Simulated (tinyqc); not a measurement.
# Worked calculation: transistor under a ferroelectric capacitor (negative capacitance), static model

Computed by the program tinyqc: `OMP_NUM_THREADS=1 python tinyqc.py 2860144 2860145 out.jsonl`, one thread of a shared Intel Xeon 2.30GHz, about 0.03 s for the whole run. Printed values are rounded.

A ferroelectric film of thickness tf lies between the gate and an inner metal at potential v, which drives an ordinary transistor. One domain, P = Q (background permittivity neglected): Vg = v + tf (2 al Q + 4 be Q^3), al = -3 sqrt(3) Ec/(4 Pr), be = 3 sqrt(3) Ec/(8 Pr^3). Gate charge Q(v) = Qi + Cp v with the channel charge Qi = Cox n Vt ln(1 + exp((v - VT)/(n Vt))). Q in uC/cm^2, E in kV/cm; 1 nm times 1 kV/cm is 1e-4 V. Domains, leakage and the switching time are left out.

Parameters, values chosen for the exercise; Pr and Ec close to those of hafnium oxide based films:
```
symbol,value,unit,meaning
T,300,K,temperature
Pr,12,uC/cm^2,remanent polarisation
Ec,800,kV/cm,coercive field
Cox,2.2,uF/cm^2,capacitance of the inner oxide
Cp,0.21,uF/cm^2,overlap capacitance per gate area
VT,0.27,V,threshold of the inner transistor
n,1.23,,subthreshold factor of the inner transistor
tf,12,nm,ferroelectric thickness
Vg,0.69,V,gate voltage
```

Constants: q = 1.602176634e-19 C, kB = 1.380649e-23 J/K, Vt = kB T/q. Results are converted to the units shown.

## Landau coefficients and capacitance at zero charge

al = -3 sqrt(3) Ec/(4 Pr), be = 3 sqrt(3) Ec/(8 Pr^3); C_FE(0) = 1/(2 al tf); far below threshold the gain is 1/(1 + 2 al tf Cp) near Q = 0 and the swing n Vt ln 10/gain.

al = -86.60254 kV cm/uC
be = 0.3007033 kV cm^5/uC^3
C_FE(0) = -4.811252 uF/cm^2
gain near Q = 0 = 1.045640
swing = 70.02173 mV/decade

The swing is still above Vt ln 10 = 59.5 mV a decade; without the film it is 73.2.

## Gate voltage against inner potential

v, point 0 to 8 (V): 0  0.1  0.2  0.3  0.4  0.5  0.6  0.7  0.8

Q(v) and Vg(v) as above. C = dQ/dv = Cox/(1 + exp(-(v - VT)/(n Vt))) + Cp; dVg/dv = 1 + C tf (2 al + 12 be Q^2); gain = dv/dVg.

```
point  Q (uC/cm^2)  C (uF/cm^2)      Vg (V)     dVg/dv
0         0.000014    0.2104515  -0.0000030  0.9562585
1         0.021333    0.2204354   0.0955661  0.9541838
2         0.049341    0.4291748   0.1897448  0.9108022
3         0.152000     1.793554   0.2684124  0.6273962
4         0.371163     2.373720   0.3229290  0.5080476
5         0.611051     2.408412   0.3733249  0.5033148
6         0.852002     2.409932   0.4238074  0.5066802
7         1.093000     2.409997   0.4747089  0.5115584
8         1.334000     2.410000   0.5261598  0.5176617
```

dVg/dv is positive at all listed points; its smallest value, 0.503, means a gain of 1.99. Minimising dVg/dv over v puts the thickness at which the fold first appears at 24.1 nm.

## Iteration 1: inner potential by Newton steps

v at the start = 0.69 V

f = v + tf (2 al Q + 4 be Q^3) - Vg, f' = 1 + C tf (2 al + 12 be Q^2) with C = Cox/(1 + exp(-(v - VT)/(n Vt))) + Cp; v(new) = v - f/f'.

Q = 1.068900 uC/cm^2
f = -0.2204040 V
f' = 0.5110149
v after iteration 1 = 1.121306 V

## Iteration 2: inner potential by Newton steps

As before.

Q = 2.108348 uC/cm^2
f = 0.006621536 V
f' = 0.5454786
v after iteration 2 = 1.109167 V

## Course of the iteration: inner potential by Newton steps

Stop when v changes by less than 1e-10 V, or after 30 iterations.

Course of the iteration:
```
iteration     v (V)  |change| (V)
1          1.121306         0.431
2          1.109167        0.0121
3          1.109153       1.43e-5
4          1.109153      1.96e-11
```

Converged in 4 iterations. At the end the number of correct digits about doubles with each step. There dVg/dv = 0.544, a gain of 1.84.
